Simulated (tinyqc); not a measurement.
Anisotropic wet etching of Si(100): plane rates, V-grooves, membranes and undercut: one step, computed by the program tinyqc. Command: `OMP_NUM_THREADS=1 python tinyqc.py 3001086 3001087 out.jsonl wetetch walk`. One thread of a shared host (Intel(R) Xeon(R) Processor @ 2.30GHz), about 0.01 s of CPU time with the checks.

A long slot opens the mask on a (100) wafer. The floor etches at R100; (111) walls stand at theta = arctan(sqrt2) = 54.7356 degrees to the surface and recede at R111 along their normal.

Question. Designing a membrane from the back side. Etch depth d - membrane, time = depth/R100; for a membrane as wide as w the opening must be w + sqrt2 depth - 2 u time; oxide mask consumed R_ox x time; a 1 K error changes the depth by the fraction E/(k_B T^2); a convex mask corner, such as that of a mesa, would retreat by c x depth.

Inputs (values chosen for the exercise, close to those used for potassium hydroxide solutions):

| quantity | value | unit |
|---|---|---|
| activation energy of (100), E | 0.591 | eV |
| corner undercut rate over (100) rate, c | 3 | - |
| bath temperature T | 95 | C |
| width w (mask opening along <110>, or membrane width in the design step) | 6.9 | um |
| wafer thickness d | 380 | um |
| membrane thickness wanted | 5.6 | um |

R100 = 4.059696 um/min

lateral rate u = 0.2205909 um/min

R_ox = 0.03194480 um/min

Constants: k_B = 8.617333262e-05 eV/K.

Give: time to reach the membrane; opening needed; oxide consumed; depth error per kelvin; retreat of a convex corner.

Answer.

time to reach the membrane = 92.22 min

opening needed = 495.7 um

oxide consumed = 2946 nm

depth error per kelvin = 18.95 um

retreat of a convex corner = 1123.2 um

The error per kelvin is 338 % of the membrane, so a timed etch cannot hold it and an etch stop is needed. The oxide loss calls for a nitride mask. A corner retreat larger than the depth shows why mesas need compensation structures. Caution: the remaining silicon is too narrow for its thickness to act as a membrane. Caution: rates also depend on concentration, doping, additives and stirring, all held fixed here.
